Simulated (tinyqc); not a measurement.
## Frequency dispersion of an accumulation capacitance by border traps, distributed model: effect of the insulator thickness

Traps spread evenly through the insulator exchange electrons with the semiconductor by tunnelling, with tau(x) = t0 exp(2 ka x) at depth x from the interface. The admittance per area Y seen at depth x obeys dY/dx = -Y^2/(i w eps0 eox) + q Nb ln(1 + i w tau)/tau, with Y(0) = i w Cs and w = 2 pi f; the gate sees Y(tox) = G + i w C. Working variable y = Y/(i w), in uF/cm^2. Cox = eps0 eox/tox.

Cox; trap-free value 1/(1/Cox + 1/Cs); response depth d = ln(1/(w t0))/(2 ka), where w tau = 1; lumped estimate: all traps within d act as C_bt = q Nb d placed at d/2, so C = 1/{1/[1/(1/Cs + d/(2 eps0 eox)) + C_bt] + (tox - d/2)/(eps0 eox)}. C and G from a fine integration; dispersion -d C/d log10 f over C, from f times and over 1.1. For a broad spread of time constants G/w is close to -(pi/2) dC/d ln w.

Values chosen for this exercise; permittivity close to that of silicon dioxide: relative permittivity of the insulator eox = 3.86; semiconductor capacitance in accumulation Cs = 0.99 uF/cm^2; density of border traps Nb = 3.6e19 cm^-3 eV^-1; decay constant of the wave function in the insulator ka = 5.9 1/nm; time constant of a trap at the interface t0 = 8e-10 s; frequency f = 1e5 Hz.

Constants: q = 1.602176634e-19 C, eps0 = 8.8541878128e-14 F/cm where lengths are in cm. Results are converted to the units shown.

The same in every row: d (nm) = 0.6437.

Effect of the insulator thickness:
columns A: tox (nm); B: C (uF/cm^2); C: G/w (uF/cm^2); D: dispersion (% a decade); E: -(pi/2) dC/d ln w (uF/cm^2); F: lumped C (uF/cm^2); G: trap-free C (uF/cm^2)
```
A         B         C      D         E       F       G
2    0.8123   0.03762  6.771   0.03752  0.7848  0.6268
2.8  0.6828   0.02655  5.691   0.02651  0.6630  0.5466
3.9  0.5599   0.01785  4.666   0.01782  0.5464  0.4649
5.4  0.4495   0.01150  3.746   0.01149  0.4407  0.3861
7.5  0.3523  0.007061  2.935  0.007053  0.3468  0.3121
10   0.2801  0.004464  2.333  0.004459  0.2766  0.2541
14   0.2110  0.002532  1.757  0.002528  0.2090  0.1958
20   0.1540  0.001348  1.282  0.001346  0.1529  0.1457
```

As tox goes from 2 to 20, C falls from 0.812 to 0.154 uF/cm^2, the dispersion falls from 6.77 to 1.28 % a decade and G/w falls from 0.0376 to 0.00135 uF/cm^2. The lumped estimate is 3.4 % below C in the first row and 0.69 % below it in the last.

tinyqc, about 0.6 s, one thread, Intel Xeon 2.30GHz (shared host): `OMP_NUM_THREADS=1 python tinyqc.py 2202117 2202118 out.jsonl`
